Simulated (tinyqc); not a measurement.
Dispersion and weight of the plasmon: plasmons of a degenerate electron gas in the random-phase approximation.

Zero temperature, parabolic band: kF = (3 pi^2 n)^(1/3), EF = c kF^2/m, Ep^2 = 8 pi c e2 n/(m eb), qTF^2 = 6 pi e2 n/(eb EF), c = hbar^2/2m0, e2 = e^2/(4 pi eps0), n in 1/angstrom^3 (1e-24 per 1/cm^3).

Lindhard function: eps(q, E)/eb = 1 + (qTF/q)^2 (f1 + i f2) with z = q/(2 kF), u = E/(hbar vF q), hbar vF = 2 c kF/m; f1 = 1/2 + [h(z - u) + h(z + u)]/(8 z), h(x) = (1 - x^2) ln|(x + 1)/(x - 1)|; f2 = pi u/2 for z + u < 1, (pi/(8 z))(1 - (z - u)^2) for |z - u| < 1 < z + u, else 0. Pairs exist for c (q^2 - 2 q kF)/m < E < c (q^2 + 2 q kF)/m.

Constants: hbar^2/2m0 = 3.80998211 eV angstrom^2; e^2/(4 pi eps0) = 14.39964547 eV angstrom.

Values chosen for the exercise (out of a larger set: mass and background constant near those of GaN; polar phonons, which mix with the plasmon in the real crystal, and the rise of the mass with filling are left out; not measured data):
```
symbol  value    unit    meaning
n       1.5e+18  1/cm^3  electron density
m       0.2      m0      mass
eb      5.39             background dielectric constant
```

Short formula: E^2 = Ep^2 + (3/5)(hbar vF q)^2 + (c q^2/m)^2; qc is where the plasmon meets the top of the continuum. The weight is the share of the f-sum that the plasmon carries, 2E/(Ep^2 d(eps/eb)/dE); a dash marks no undamped root.

Energies (meV):
```
q (1/angstrom)   q/kF  top of continuum  plasmon  short formula  weight
0.00328         0.093             4.630    43.94          43.94   1.000
0.00821         0.232             12.36    44.66          44.65   1.000
0.0131          0.370             20.94    46.06          46.01   0.997
0.0181          0.511             30.66    48.36          48.12   0.987
0.0230          0.649             41.11    51.76          50.97   0.954
0.0263          0.743             48.66    54.93          53.36   0.896
0.0296          0.836             56.63    59.14          56.16   0.767
0.0319          0.901             62.43    62.94          58.36   0.553
0.0361          1.019             73.53        -          62.92       -
0.0427          1.206             92.35        -          71.53       -
```

qc = 0.03285 1/angstrom

What can be read from this table?

Ep = 43.8 meV. The plasmon rises from 43.94 to 62.94 meV just before qc, 44 % above Ep. The short formula errs by -0.50 % at q/kF = 0.51 and -7.28 % next to qc. The weight falls from 1.000 to 0.553 as pairs take over the sum.

tinyqc: `OMP_NUM_THREADS=1 python tinyqc.py 1652425 1652426 out.jsonl`; about 0.01 s, one thread, shared Intel(R) Xeon(R) Processor @ 2.30GHz.
